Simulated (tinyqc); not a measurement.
From one set of inputs to another, one input at a time: strain, valley repopulation and piezoresistance in a many-valley conduction band. Computed by tinyqc, a small Python program. Command: `OMP_NUM_THREADS=1 python tinyqc.py 3029940 3029941 out.jsonl valleys ladder`. One thread of a shared host (Intel(R) Xeon(R) Processor @ 2.30GHz), about 0.05 s of CPU time with the checks.

Valleys are ellipsoids with mass m_l along the axis a and m_t across it, parabolic, with one constant relaxation time; strain shifts the valleys and leaves the masses alone. Currents are taken along [100], in the plane, and along [001], across the plane.

The inputs printed are set A. Inputs not listed in the table keep their values of set A, so the rows need not describe a real material.

Inputs (values chosen for the exercise, modelled on silicon):
```
quantity                               value    unit
longitudinal mass m_l                  0.895     m_0
transverse mass m_t                    0.192     m_0
shear deformation potential Xi_u        9.47      eV
dilation deformation potential Xi_d      1.1      eV
C11                                      165     GPa
C12                                     64.5     GPa
C44                                     79.2     GPa
stress X (tension positive)             -330     MPa
electron density n                   4.4e+17  1/cm^3
relaxation time tau                      120      fs
temperature T                            100       K
```

Valley axes: <100> (6 valleys in 3 pairs). Load: biaxial in the (001) plane.

Constants: k_B = 8.617333262e-05 eV/K; m_0 = 9.1093837015e-31 kg; k_B = 1.380649e-23 J/K; hbar = 1.054571817e-34 J s; e = 1.602176634e-19 C.

Method:
- Compliances S11 = (C11 + C12)/((C11 - C12)(C11 + 2 C12)), S12 = -C12/((C11 - C12)(C11 + 2 C12)), S44 = 1/C44; stress sigma_xx = sigma_yy = X, all else 0; e_xx = S11 sigma_xx + S12 (sigma_yy + sigma_zz), e_xy = S44 sigma_xy/2 (tensor strain).
- Herring-Vogt shift of a valley with unit axis a: dE = Xi_d tr(e) + Xi_u a.e.a.
- Each of the 6 valleys holds n_v = N_v (2/sqrt(pi)) F_1/2((E_F - dE_v)/(k_B T)), N_v = 2 (m_d k_B T/(2 pi hbar^2))^(3/2), m_d = (m_l m_t^2)^(1/3); E_F solves sum n_v = n and is counted from the unstrained edge.
- F_j(eta) = int_0^infinity x^j/(1 + exp(x - eta)) dx, without a gamma-function factor. It is evaluated after integrating by parts.
- Integrals over x = E/(k_B T) use 160 Gauss-Legendre points in u = sqrt(x) from 0 to sqrt(max(eta, 0) + 32).
- Mobility tensor mu = e tau sum_v (n_v/n) [1/m_t + (1/m_l - 1/m_t) a a^T]; unstrained mu_0 = e tau (1/m_l + 2/m_t)/3; resistivity along d from the inverse tensor, rho_d = d.mu^-1.d/(n e), mobility along d = 1/(d.mu^-1.d); gauge pi_d = (rho_d/rho_0 - 1)/X.

Each row keeps all changes above it; columns: (1) input moved; (2) from; (3) to; (4) mobility along the first direction (cm^2/(V s)); (5) mobility along the second direction (cm^2/(V s)); (6) splitting (highest minus lowest) (meV):
```
(1)                                    (2)    (3)     (4)     (5)     (6)
set A                                    -      -   673.6  1087.2  31.096
C11 (GPa)                              165    150   670.8  1092.8  36.551
transverse mass m_t (m_0)            0.192  0.239   561.8   878.3  36.551
longitudinal mass m_l (m_0)          0.895  0.818   572.9   878.5  36.551
relaxation time tau (fs)               120    240  1145.7  1756.9  36.551
temperature T (K)                      100     77  1142.4  1763.5  36.551
electron density n (1/cm^3)        4.4e+17  3e+18  1142.9  1762.5  36.551
stress X (tension positive) (MPa)     -330    -70  1240.3  1567.8   7.753
```

Where does the difference come from?

Mobility along the first direction goes from 674 to 1240, a factor 1.84 in all. The largest single move comes from relaxation time tau (a factor 2.00), and transverse mass m_t works against it (a factor 0.838). Mobility along the second direction goes from 1090 to 1570, a factor 1.44 in all. The largest single move comes from relaxation time tau (a factor 2.00), and transverse mass m_t works against it (a factor 0.804). Splitting (highest minus lowest) goes from 31.1 to 7.75, a factor 0.249 in all. The largest single move comes from stress X (tension positive) (a factor 0.212), and C11 works against it (a factor 1.18). The single moves hold for this order of the switches; the total does not depend on the order.

Extremes, crossings and ranges named in words are read from the listed rows.
